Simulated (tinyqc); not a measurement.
Specific resistance of a metal-semiconductor contact and its transmission-line measurement: one step, computed by the program tinyqc. Command: `OMP_NUM_THREADS=1 python tinyqc.py 3015002 3015003 out.jsonl contact walk`. One thread of a shared host (Intel(R) Xeon(R) Processor @ 2.30GHz), about 0.01 s of CPU time with the checks.

The barrier is parabolic (depletion approximation), energies E are normal energies counted from the band edge in the neutral semiconductor (downwards for holes), and the bias is zero. xi is an input, held fixed when other inputs move.

Problem. Current crowding. Transmission-line model: transfer length L_T = sqrt(rho_c/R_sh); R_c = (R_sh L_T/W) coth(d/L_T). Limits: rho_c/(W d) for d << L_T, sqrt(rho_c R_sh)/W for d >> L_T.

Inputs (values chosen for the exercise, modelled on n-type silicon):
```
quantity,value,unit
temperature T,500,K
sheet resistance R_sh,1100,ohm
contact length d,0.023,micrometre
contact width W,0.17,micrometre
```

Image-force lowering: left out.

specific contact resistance rho_c = 4.535078e-06 ohm cm^2

Give: transfer length L_T; d/L_T; contact resistance R_c; R_c W; short-contact limit; long-contact limit.

Solution.

transfer length L_T = 0.6421 micrometre

d/L_T = 0.03582

contact resistance R_c = 1.160e+05 ohm

R_c W = 19726 ohm micrometre

short-contact limit = 1.160e+05 ohm

long-contact limit = 4155 ohm

The contact is short: the whole area carries current, and R_c scales as 1/d.
